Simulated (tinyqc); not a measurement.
Comparisons within one model: quantum-confined Stark effect in a modulator well. A value that a table varies takes the place of the one given here.

Envelopes on cells of 0.5 angstrom over the well |z| < L/2 and 45 angstrom of barrier on each side, psi = 0 beyond, psi'/m continuous (mean mass between points), c = hbar^2/2m0. The electron sees + e F z and the hole - e F z, each with its offset in the barriers; 1 kV/cm = 1e-5 eV/angstrom. Light holes, band mixing and escape by tunnelling are left out.

Exciton: in-plane function exp(-rho/lam), 1/mu = 1/me + 1/mp, E(lam) = c/(mu lam^2) - (q/eps) times the integral over k of Fm(k)(1 + (k lam/2)^2)^(-3/2), Fm(k) the double integral of psi_e^2 psi_h^2 exp(-k |z - z'|), q = e^2/(4 pi eps0); binding Eb = -E at the minimum. Line at Eg + E_e + E_h - Eb, strength proportional to overlap^2/lam^2.

Constants: hbar^2/2m0 = 3.80998211 eV angstrom^2; e^2/(4 pi eps0) = 14.39964547 eV angstrom; hc = 1239.841984 eV nm.

Parameters, chosen for this exercise (near those of a GaAs well in AlGaAs; the results hold for these values, not for the real material): L = 100 angstrom (well width); Vc = 0.256 eV (conduction offset); Vv = 0.135 eV (heavy-hole offset); me = 0.0651 m0 (electron, well); meb = 0.089 m0 (electron, barrier); mh = 0.344 m0 (heavy hole along z, well); mhb = 0.375 m0 (heavy hole, barrier); Eg = 1.407 eV (gap of the well); mp = 0.166 m0 (heavy hole in the plane); eps = 12.7 (dielectric constant); Fs = (0, 18, 36, 54, 75, 96, 121) kV/cm (fields); Ls = (50, 66, 84, 104, 126, 150, 170) angstrom (widths); F_L = 71 kV/cm (field for this table); F = 71 kV/cm (field).

## Raising the field

All quantities anew; shifts from zero field.

Results:

| F (kV/cm) | dE_e (meV) | dE_h (meV) | Eb (meV) | line shift (meV) | overlap^2 | relative strength |
|---|---|---|---|---|---|---|
| 0 | 0.00 | 0.00 | 8.48 | 0.00 | 0.987 | 1.000 |
| 18 | -0.22 | -0.65 | 8.38 | -0.77 | 0.944 | 0.939 |
| 36 | -0.86 | -2.52 | 8.12 | -3.02 | 0.838 | 0.792 |
| 54 | -1.92 | -5.36 | 7.80 | -6.60 | 0.707 | 0.626 |
| 75 | -3.67 | -9.63 | 7.41 | -12.23 | 0.560 | 0.457 |
| 96 | -5.95 | -14.65 | 7.06 | -19.18 | 0.434 | 0.327 |
| 121 | -9.31 | -21.38 | 6.69 | -28.91 | 0.316 | 0.218 |

The line shift grows with exponent 1.97 in F at low field and 1.77 at the end, as the carriers come up against opposite walls and the dipole begins to saturate. The hole gives 75 % of the level shift in the second row and 70 % in the last. The largest shift is 3.4 times the zero-field binding, yet 79 % of the binding survives, since the walls stop the field from pulling the pair apart. Half the strength is gone between 54 and 75 kV/cm.

## Width of the well

Zero-field line, its shift at F_L and the relative strength.

Results:

| L (angstrom) | line at F = 0 (nm) | Eb (meV) | shift (meV) | relative strength | shift x strength (meV) |
|---|---|---|---|---|---|
| 50 | 827.6 | 9.83 | -1.98 | 0.946 | 1.87 |
| 66 | 844.3 | 9.36 | -3.73 | 0.863 | 3.22 |
| 84 | 855.8 | 8.87 | -6.96 | 0.687 | 4.78 |
| 104 | 863.7 | 8.39 | -12.25 | 0.436 | 5.34 |
| 126 | 869.2 | 7.93 | -20.03 | 0.209 | 4.19 |
| 150 | 873.0 | 7.50 | -30.58 | 0.074 | 2.26 |
| 170 | 875.2 | 7.19 | -40.75 | 0.026 | 1.07 |

The shift grows with exponent 2.29 in L over the first two rows and 2.29 over the last two, against 4 for hard walls at second order; leakage lowers it in narrow wells and saturation in wide ones. The strength falls from 0.95 to 0.03, and the product of the two is largest at 104 angstrom.

## What each parameter does

Zero-field line, shift at F, overlap^2 and Eb at F. Each row changes one parameter from the base and keeps the others.

Results:

| case | line (nm) | shift (meV) | overlap^2 | Eb (meV) |
|---|---|---|---|---|
| base | 862.4 | -11.05 | 0.587 | 7.48 |
| L = 90 angstrom | 858.5 | -8.36 | 0.694 | 8.00 |
| F = 57 kV/cm | 862.4 | -7.31 | 0.685 | 7.74 |
| Vc = 0.205 eV | 863.5 | -11.46 | 0.569 | 7.38 |
| Vv = 0.169 eV | 862.2 | -10.55 | 0.605 | 7.57 |
| me = 0.0749 m0 | 864.1 | -10.98 | 0.576 | 7.94 |
| mh = 0.292 m0 | 861.8 | -10.75 | 0.613 | 7.50 |
| eps = 11.4 | 863.4 | -10.81 | 0.587 | 8.88 |

The largest shifts from the base row, up to three for each result and ties (the steps differ in size, so this ranks the rows, not the parameters). line (nm): L -3.8, me +1.7, Vc +1.1; unchanged at the printed digits by F. shift (meV): F +3.73, L +2.69, Vv +0.50. overlap^2: L +0.107, F +0.099, mh +0.026; unchanged at the printed digits by eps. Eb (meV): eps +1.40, L +0.51, me +0.45.

Program tinyqc; command `OMP_NUM_THREADS=1 python tinyqc.py 1280492 1280493 out.jsonl`; about 0.2 s on one thread of a shared Intel(R) Xeon(R) Processor @ 2.30GHz.
